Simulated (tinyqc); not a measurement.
Vacuum evaporation: vapour pressure, source flux, thickness distribution, purity and step coverage: one step, computed by the program tinyqc.

Molecular flow, unit sticking of the metal, no re-evaporation. The background gas is taken as water vapour (18.015 g/mol, collision diameter 0.37 nm) at 300 K.

Problem. Offset source and rotation. Rotating wafer, source offset by s and facing upwards: thickness at radius r is the mean over the angle a of (1 + (r^2 + s^2 - 2 r s cos a)/h^2)^(-(n + 3)/2), by 360 equal steps; non-uniformity (max - min)/(max + min) over 21 radii from 0 to R.

Inputs (values chosen for the exercise, modelled on silver, with constants for the liquid):
```
quantity                         value  unit
directionality n                     1     -
source-to-wafer distance h          33    cm
wafer radius R                      15    cm
source offset from the axis s/h   0.47     -
```

Give: centre thickness relative to an axial source; edge over centre, rotating; non-uniformity, rotating.

Solution.

centre thickness relative to an axial source = 0.67087

edge over centre, rotating = 0.84206

non-uniformity, rotating = 8.5740 %
